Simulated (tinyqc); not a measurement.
Floating body of a partially depleted SOI transistor: body voltage and kink: one step of the calculation.

Source at 0 V. Channel current Ic = 2 nf K Vt^2 [F(0) - F(Vd)](1 + la Vd), F(V) = ln^2(1 + exp((Vg - VT - nf V)/(2 nf Vt))), VT = VT0 - gb Vb. Saturation voltage Vs = 2 Vt sqrt(F(0)) + 3 Vt, excess Ve = (Vd - Vs + sqrt((Vd - Vs)^2 + 0.0004 V^2))/2, multiplication M1 = Ai Ve exp(-Bl/Ve). Each junction passes D(v) = J1 (exp(v/Vt) - 1) + J2 (exp(v/(2 Vt)) - 1). Bipolar current Ib = bb J1 (exp(Vb/Vt) - 1). The body settles where M1 (Ic + Ib) = D(Vb) + D(Vb - Vd) + Vb/Rb; drain current Id = (1 + M1)(Ic + Ib) - D(Vb - Vd).

Question. New Vb. Current into the body I_in = M1 (Ic + Ib) - D(Vb - Vd), current out I_out = D(Vb) + Vb/Rb; f = ln(I_in/I_out), s = df/dVb by central differences over 1e-5 V, Vb(new) = Vb - f/s.

Parameters, values chosen for the exercise; values of the order met in partially depleted silicon-on-insulator transistors:

| symbol | value | unit | meaning |
|---|---|---|---|
| T | 300 | K | temperature |
| VT0 | 0.41 | V | threshold at zero body voltage |
| gb | 0.22 |  | fall of the threshold per volt of body voltage |
| nf | 1.28 |  | slope factor |
| K | 250 | uA/(V^2 um) | gain factor per width |
| la | 0.09 | 1/V | channel-length modulation factor |
| Ai | 1.78 | 1/V | impact-ionisation prefactor |
| Bl | 8.6 | V | impact-ionisation voltage |
| J1 | 4.1e-13 | uA/um | diffusion saturation current of each junction |
| J2 | 1.3e-8 | uA/um | recombination saturation current of each junction |
| bb | 0.5 |  | gain of the lateral bipolar transistor on the diffusion current |
| Rb | 1e9 | kohm um | resistance of a weak body tie to the source (1e9 stands for no tie, and the term is then dropped) |
| Vg | 0.66 | V | gate voltage |
| Vd | 2 | V | drain voltage |

Constants: q = 1.602176634e-19 C, kB = 1.380649e-23 J/K, Vt = kB T/q. Results are converted to the units shown.

Vb after iteration 1 = 0.68359535 V

Find: Ic; Ve; M1; I_in; I_out; f; s; Vb after iteration 2.

Answer.

Ic = 18.488 uA/um
Ve = 1.6096 V
M1 = 0.013699
I_in = 0.25412 uA/um
I_out = 0.13211 uA/um
f = 0.65419
s = -37.084 1/V
Vb after iteration 2 = 0.70124 V

Range of the model: The multiplication law is an empirical form chosen for the exercise; self-heating and capacitive coupling to the body are left out, and the linear laws are rough once Vb passes about 0.7 V or M1 about 0.1.

tinyqc, about 0.2 s, one thread, Intel Xeon 2.30GHz (shared host): `OMP_NUM_THREADS=1 python tinyqc.py 2182075 2182076 out.jsonl`
